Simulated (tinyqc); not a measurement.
Germanium share from the critical thickness.

Question. Critical thickness (Matthews-Blakeslee, 60-degree dislocations): h = bv (1 - nu/4)[ln(h/bv) + 1]/(4 pi e_par (1 + nu)), nu = c12/(c11 + c12). e_par = b1 x. Find e_par and x.

Inputs (values chosen for the exercise): lattice mismatch per unit x b1 = 0.0418; elastic constant c11 = 165 GPa; elastic constant c12 = 63.7 GPa; Burgers vector bv = 0.384 nm.

critical thickness = 8.3454684 nm

Answer. For given h the relation is explicit in the strain.

e_par = 1.087 %
x = 0.2600

Computed by the program tinyqc: `OMP_NUM_THREADS=1 python tinyqc.py 2530078 2530079 out.jsonl`, one thread of a shared Intel Xeon 2.30GHz, about 0.01 s for the whole run.
